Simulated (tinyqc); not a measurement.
Worked calculation: RHF in the 6-311g basis, for H2, spin multiplicity 1. One step of it, computed by the program tinyqc.

Task: Iteration 19 (converged): orbitals. Diagonalise F' = X^T F X, C = X C', fill 1 alpha and 1 beta electrons from the bottom; D = 2 C_occ C_occ^T. Each column has its largest component positive (the first on a tie).

converged F (hartree), lower triangle:
```
           1H 1s      1H 2s      1H 3s      2H 1s      2H 2s      2H 3s
1H 1s   0.699390
1H 2s  -0.326479  -0.249888
1H 3s  -0.402618  -0.335518  -0.255452
2H 1s  -0.280508  -0.356596  -0.342140   0.699390
2H 2s  -0.356596  -0.388765  -0.353433  -0.326479  -0.249888
2H 3s  -0.342140  -0.353433  -0.282747  -0.402618  -0.335518  -0.255452
```

X, lower triangle:
```
           1H 1s      1H 2s      1H 3s      2H 1s      2H 2s     2H 3s
1H 1s   1.375260
1H 2s  -0.750881   2.157417
1H 3s   0.209249  -1.031415   2.206812
2H 1s   0.042690   0.014168  -0.050182   1.375260
2H 2s   0.014168  -0.314391   0.229890  -0.750881   2.157417
2H 3s  -0.050182   0.229890  -0.996731   0.209249  -1.031415  2.206812
```

Give: F' = X^T F X; orbital energies; coefficients C; D after iteration 19.

Result:

F' = X^T F X (hartree), lower triangle:
```
         1        2        3        4        5       6
1   1.7237
2  -1.1720   0.9231
3   0.0011  -0.3792   0.1691
4   0.0109  -0.1607  -0.1257   1.7237
5  -0.1607  -0.2000  -0.0282  -1.1720   0.9231
6  -0.1257  -0.0282  -0.1329   0.0011  -0.3792  0.1691
```

orbital energies (hartree): MO1 -0.5046, MO2 0.1016, MO3 0.3377, MO4 0.5206, MO5 2.5158, MO6 2.6608

coefficients C:
```
          MO1      MO2      MO3      MO4      MO5      MO6
1H 1s  0.1524   0.1135  -0.0452  -0.0984  -1.0916  -1.1243
1H 2s  0.3051   0.1089  -0.8686  -1.2450   1.6066   1.2014
1H 3s  0.1860   1.3390   0.9056   1.7786  -1.0021  -0.4597
2H 1s  0.1524  -0.1135  -0.0452   0.0984   1.0916  -1.1243
2H 2s  0.3051  -0.1089  -0.8686   1.2450  -1.6066   1.2014
2H 3s  0.1860  -1.3390   0.9056  -1.7786   1.0021  -0.4597
```

D after iteration 19, lower triangle:
```
        1H 1s   1H 2s   1H 3s   2H 1s   2H 2s   2H 3s
1H 1s  0.0465
1H 2s  0.0930  0.1862
1H 3s  0.0567  0.1135  0.0692
2H 1s  0.0465  0.0930  0.0567  0.0465
2H 2s  0.0930  0.1862  0.1135  0.0930  0.1862
2H 3s  0.0567  0.1135  0.0692  0.0567  0.1135  0.0692
```
